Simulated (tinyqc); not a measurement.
Off-state leakage of single and stacked transistors: two steps of the calculation.

n-channel devices of unit width. Subthreshold current I(Vg, Vs, Vd) = I0 (T/300 K)^0.5 exp[(Vg - Vs - VT(T) - gb (Vs - Vb) + dd (Vd - Vs))/(nf Vt)] (1 - exp(-(Vd - Vs)/Vt)), VT(T) = VT - cT (T - 300 K). Gate-edge tunnelling Ig (Vd/1 V) exp(ag (Vd - 1 V)), for a gate at 0 V, and band-to-band leakage Ab u exp(-Bb/u), u = Vd - Vb + 1 V, flow at a drain held at V; both are taken as independent of T. In a stack of off transistors (all gates at 0 V) the same subthreshold current passes through each.

Inputs (values chosen for the exercise); values of the order met in bulk silicon logic transistors:
```
symbol  value       unit                                             meaning
T         300          K                                         temperature
V         1.2          V                                      supply voltage
VT       0.48          V        threshold at 300 K, zero drain and body bias
cT        0.9       mV/K              fall of the threshold with temperature
I0       0.17      uA/um                       current at threshold at 300 K
nf       1.42                                                   slope factor
dd       0.05                                drain-induced lowering per volt
gb       0.11             rise of the threshold per volt of source-body bias
Ig       2e-5      uA/um                 gate-edge tunnelling current at 1 V
ag        3.4        1/V               exponential slope of the gate current
Ab          2  uA/(um V)      prefactor of band-to-band leakage at the drain
Bb         23          V                             its exponential voltage
Vb          0          V                                        body voltage
```

Constants: q = 1.602176634e-19 C, kB = 1.380649e-23 J/K, Vt = kB T/q. Results are converted to the units shown.

Question 1. Leakage of one transistor. Vg = Vs = 0, Vd = V; effective threshold VT(T) - gb Vb - dd V.

Find: effective threshold; parts; total; shares.

Answer 1.

effective threshold = 0.4200 V
parts (nA/um): subthreshold 0.001827, gate edge 0.04737, band-to-band 0.1268
total = 0.1760 nA/um
shares (%): subthreshold 1.038, gate edge 26.92, band-to-band 72.04

The band-to-band part is the largest.

Question 2. New Vx. Stack of two, Vx the node between them: I_low = I(0, 0, Vx), I_up = I(0, Vx, V), f = ln(I_up/I_low), f' = -(1 + gb + 2 dd)/(nf Vt) - 1/(Vt (exp(Vx/Vt) - 1)) - 1/(Vt (exp((V - Vx)/Vt) - 1)), Vx(new) = Vx - f/f'.

Vx at the start = 0.05 V

Wanted: I_low; I_up; f; f'; Vx after iteration 1.

Answer 2.

I_low = 3.2628e-4 nA/um
I_up = 3.7626e-4 nA/um
f = 0.14251
f' = -39.498 1/V
Vx after iteration 1 = 0.053608 V

Computed by the program tinyqc: `OMP_NUM_THREADS=1 python tinyqc.py 2242088 2242089 out.jsonl`, one thread of a shared Intel Xeon 2.30GHz, about 0.04 s for the whole run.
